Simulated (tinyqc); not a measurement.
Tunnelling through a two-layer gate stack, WKB transmission and Tsu-Esaki current: two steps of the calculation.

Electrons leave the emitter at x = 0. Energies E (motion across the layers) are in eV from the emitter Fermi level; the collector Fermi level lies at -V and offers states at every E. No charge in the dielectric and no image force: F1 = V/(t1 + t2 eps1/eps2), F2 = F1 eps1/eps2; U = phi1 - F1 x in layer 1 and phi2 - F1 t1 - F2 (x - t1) in layer 2. With C = hbar^2/(2 m0), kappa = sqrt(m (U - E)/C) where U > E and 0 elsewhere; T(E) = exp(-S), S = 2 times the integral of kappa over x.

Parameters, values chosen for the exercise; layer 1 close to silicon dioxide, layer 2 close to hafnium oxide: temperature T = 300 K; Fermi energy of the emitter above its band bottom Ef = 4.6 eV; emitter mass in the supply function me = 1 m0; barrier of layer 1 above the emitter Fermi level at zero bias phi1 = 2.99 eV; tunnelling mass of layer 1 m1 = 0.48 m0; thickness of layer 1 t1 = 0.6 nm; relative permittivity of layer 1 eps1 = 3.87; barrier of layer 2 at zero bias phi2 = 1.47 eV; tunnelling mass of layer 2 m2 = 0.2 m0; thickness of layer 2 t2 = 3 nm; relative permittivity of layer 2 eps2 = 22.3; voltage across the dielectric V = 0.3 V; energy of the electron followed E = 0 eV; lower end of the energy grid Ea = -0.94 eV; upper end of the energy grid Eb = 0.29 eV; points of the energy grid nE = 11.

Constants: q = 1.602176634e-19 C, kB = 1.380649e-23 J/K, hbar = 1.054571817e-34 J s, m0 = 9.1093837015e-31 kg, Vt = kB T/q, hbar^2/(2 m0) = 0.0380998212 eV nm^2. Results are converted to the units shown.

Task 1. WKB exponent in closed form. Each layer adds (2/F) sqrt(m/C) [G(u at its left edge) - G(u at its right edge)] to S, with u = U - E (0 where negative) and G(u) = (2/3) u^1.5. The slope follows from 1/d = -dS/dE.

Find: S; T(E); energy d over which T(E) grows by a factor e.

Result 1.

S = 22.569
T(E) = 1.5788e-10
energy d over which T(E) grows by a factor e = 0.13469 eV

The midpoint rule gives S = 22.569, so its T(E) is 0.014 % below this value. The band edge stays above E through the whole stack: direct tunnelling through a trapezoid.

Task 2. Current density on a coarse energy grid. J = J0 times the integral of T(E) N(E) dE, N = ln[(1 + exp(-E/Vt))/(1 + exp((-E - V)/Vt))], J0 = q^2 me m0 kB T/(2 pi^2 hbar^3) (times 1e-4 for A/cm^2 per eV), by Simpson's rule on nE equally spaced points from Ea to Eb.

Give: E; T(E); N; T(E) N; J0; J.

Result 2.

| point | E (eV) | T(E) | N | T(E) N |
|---|---|---|---|---|
| 0 | -0.94000 | 3.6037e-13 | 11.605 | 4.1819e-12 |
| 1 | -0.81700 | 7.3713e-13 | 11.605 | 8.5541e-12 |
| 2 | -0.69400 | 1.5381e-12 | 11.605 | 1.7849e-11 |
| 3 | -0.57100 | 3.2799e-12 | 11.604 | 3.8062e-11 |
| 4 | -0.44800 | 7.1632e-12 | 11.601 | 8.3102e-11 |
| 5 | -0.32500 | 1.6063e-11 | 11.282 | 1.8122e-10 |
| 6 | -0.20200 | 3.7094e-11 | 7.7918 | 2.8903e-10 |
| 7 | -0.07900 | 8.8545e-11 | 3.1017 | 2.7464e-10 |
| 8 | 0.04400 | 2.1946e-10 | 0.16748 | 3.6754e-11 |
| 9 | 0.16700 | 5.6801e-10 | 0.0015638 | 8.8825e-13 |
| 10 | 0.29000 | 1.5465e-9 | 1.3434e-5 | 2.0776e-14 |

J0 = 4.1837e8 A/(cm^2 eV)
J = 0.049248 A/cm^2

The integrand peaks at E = -0.202 eV among these points.

Range of the model: A layer thinner than 0.8 nm holds only a few atomic planes, where an effective mass is a rough description.

Program tinyqc, `OMP_NUM_THREADS=1 python tinyqc.py 2540109 2540110 out.jsonl`; Intel Xeon 2.30GHz, shared host, one thread, about 0.05 s.
